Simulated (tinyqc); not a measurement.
# Frequency dispersion of an accumulation capacitance by border traps, distributed model: two studies

Traps spread evenly through the insulator exchange electrons with the semiconductor by tunnelling, with tau(x) = t0 exp(2 ka x) at depth x from the interface. The admittance per area Y seen at depth x obeys dY/dx = -Y^2/(i w eps0 eox) + q Nb ln(1 + i w tau)/tau, with Y(0) = i w Cs and w = 2 pi f; the gate sees Y(tox) = G + i w C. Working variable y = Y/(i w), in uF/cm^2. Cox = eps0 eox/tox.

Parameters, values chosen for the exercise; permittivity close to that of hafnium oxide: relative permittivity of the insulator eox = 19.7; insulator thickness tox = 5.4 nm; semiconductor capacitance in accumulation Cs = 3.3 uF/cm^2; density of border traps Nb = 1.3e20 cm^-3 eV^-1; decay constant of the wave function in the insulator ka = 6.3 1/nm; time constant of a trap at the interface t0 = 6e-9 s; frequency f = 1000 Hz.

Constants: q = 1.602176634e-19 C, eps0 = 8.8541878128e-14 F/cm where lengths are in cm. Results are converted to the units shown.

Each table varies one quantity; the others keep the values above.

## Capacitance and loss against frequency

Cox; trap-free value 1/(1/Cox + 1/Cs); response depth d = ln(1/(w t0))/(2 ka), where w tau = 1; lumped estimate: all traps within d act as C_bt = q Nb d placed at d/2, so C = 1/{1/[1/(1/Cs + d/(2 eps0 eox)) + C_bt] + (tox - d/2)/(eps0 eox)}. C and G from a fine integration; dispersion -d C/d log10 f over C, from f times and over 1.1. For a broad spread of time constants G/w is close to -(pi/2) dC/d ln w.

The same in every row: trap-free C (uF/cm^2) = 1.632.

Capacitance and loss against frequency:
```
f (Hz),d (nm),C (uF/cm^2),G/w (uF/cm^2),dispersion (% a decade),-(pi/2) dC/d ln w (uF/cm^2),lumped C (uF/cm^2)
10,1.174,2.224,0.05790,3.812,0.05784,2.171
100,0.9911,2.140,0.05731,3.921,0.05725,2.092
1000,0.8084,2.056,0.05712,4.067,0.05706,2.012
10000,0.6257,1.973,0.05736,4.258,0.05729,1.931
1e5,0.4429,1.888,0.05804,4.504,0.05801,1.847
1e6,0.2602,1.802,0.05876,4.824,0.05931,1.761
1e7,0.07742,1.714,0.05468,5.072,0.05932,1.671
```

What does the table show?

C falls from 2.224 to 1.714 uF/cm^2, towards the trap-free 1.632; each decade of frequency removes ln 10/(2 ka) = 0.183 nm from the response depth. The dispersion rises from 3.81 to 5.07 % a decade and G/w moves up and down between 0.0547 and 0.0588 uF/cm^2. G/w lies between 0.922 and 1.00 times -(pi/2) dC/d ln w, the relation for a broad spread of time constants.

## Effect of the semiconductor capacitance in accumulation

Same model as above.

The same in every row: d (nm) = 0.8084.

Results:
```
Cs (uF/cm^2),C (uF/cm^2),G/w (uF/cm^2),dispersion (% a decade),-(pi/2) dC/d ln w (uF/cm^2),lumped C (uF/cm^2),trap-free C (uF/cm^2)
0.2,1.313,0.1137,12.65,0.1133,1.223,0.1883
0.39,1.384,0.1075,11.34,0.1071,1.300,0.3480
0.75,1.506,0.09718,9.432,0.09687,1.430,0.6087
2.8,1.978,0.06220,4.604,0.06211,1.930,1.500
5.4,2.302,0.04267,2.715,0.04264,2.269,2.021
10,2.597,0.02816,1.589,0.02815,2.574,2.442
20,2.860,0.01778,0.9099,0.01775,2.844,2.781
```

Estimate the missing row, Cs = 1.4 uF/cm^2.

Computed row:
```
Cs (uF/cm^2),C (uF/cm^2),G/w (uF/cm^2),dispersion (% a decade),-(pi/2) dC/d ln w (uF/cm^2),lumped C (uF/cm^2),trap-free C (uF/cm^2)
1.4,1.689,0.08264,7.154,0.08244,1.625,0.9767
```

With this row back in the table: As Cs goes from 0.2 to 20, C rises from 1.31 to 2.86 uF/cm^2, the dispersion falls from 12.6 to 0.910 % a decade and G/w falls from 0.114 to 0.0178 uF/cm^2. The lumped estimate is 6.8 % below C in the first row and 0.53 % below it in the last. The same traps disperse C more when Cs is small, since they then add to the weaker series term.

tinyqc, about 0.4 s, one thread, Intel Xeon 2.30GHz (shared host): `OMP_NUM_THREADS=1 python tinyqc.py 2202069 2202070 out.jsonl`
